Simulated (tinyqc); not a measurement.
Hole mobility in a silicon inversion layer, empirical terms and Matthiessen rule: one step of the calculation.

Inversion layer of sheet density Ns on a uniformly doped body. The mobility terms are empirical power laws with prefactors chosen for the exercise; adding their inverses (Matthiessen) is itself an approximation.

Question. Inversion density for the measured current. I = (W/L) q Ns mu Vd. E = q (Ndep + eta Ns)/(eps0 eps_r) in MV/cm. With t = T/(300 K): muC = Ac (Ns/1e12 cm^-2) t/(Nb/1e17 cm^-3 + Nit/1e11 cm^-2), muP = Ap E^(-1/3) t^(-1.75), muS = As E^(-gs); 1/mu is the sum of the inverses. Ns(new) = I/((W/L) q mu Vd).

Inputs (values chosen for the exercise); material values close to those of silicon: temperature T = 300 K; relative permittivity of the semiconductor eps_r = 11.6; body doping Nb = 1.2e17 cm^-3; weight of the inversion charge in the effective field eta = 0.3333; phonon-limited mobility at 1 MV/cm and 300 K Ap = 127 cm^2/(V s); roughness-limited mobility at 1 MV/cm As = 533 cm^2/(V s); exponent of the roughness term gs = 1; Coulomb prefactor Ac = 1800 cm^2/(V s); charge at the interface Nit = 1.1e12 cm^-2; ratio W/L WL = 1; drain voltage Vd = 0.01 V; measured linear current I = 0.619 uA.

Constants: q = 1.602176634e-19 C, eps0 = 8.8541878128e-14 F/cm where lengths are in cm. Results are converted to the units shown.

Ns after iteration 1 = 3.7683021e12 cm^-2
Ndep = 1.1366290e12 cm^-2

Find: E; mu; Ns after iteration 2.

Answer.

E = 0.37323 MV/cm
mu = 122.43 cm^2/(V s)
Ns after iteration 2 = 3.1557e12 cm^-2

tinyqc, about 0.01 s, one thread, Intel Xeon 2.30GHz (shared host): `OMP_NUM_THREADS=1 python tinyqc.py 2510101 2510102 out.jsonl`
